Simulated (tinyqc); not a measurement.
Tight binding, honeycomb lattice, step by step. One step of it, computed by the program tinyqc.

Question. Levels at k. Diagonalise the Hermitian matrix.

H(k) at k (eV):
```
,A,B
A,2.220000,-3.351117+1.875399i
B,-3.351117-1.875399i,-2.220000
```

Give: eigenvalues; weights |c|^2 of the basis functions.

Answer.

eigenvalues (eV): -4.4357  4.4357

weights |c|^2 of the basis functions:
```
,band 1,band 2
A,0.2498,0.7502
B,0.7502,0.2498
```
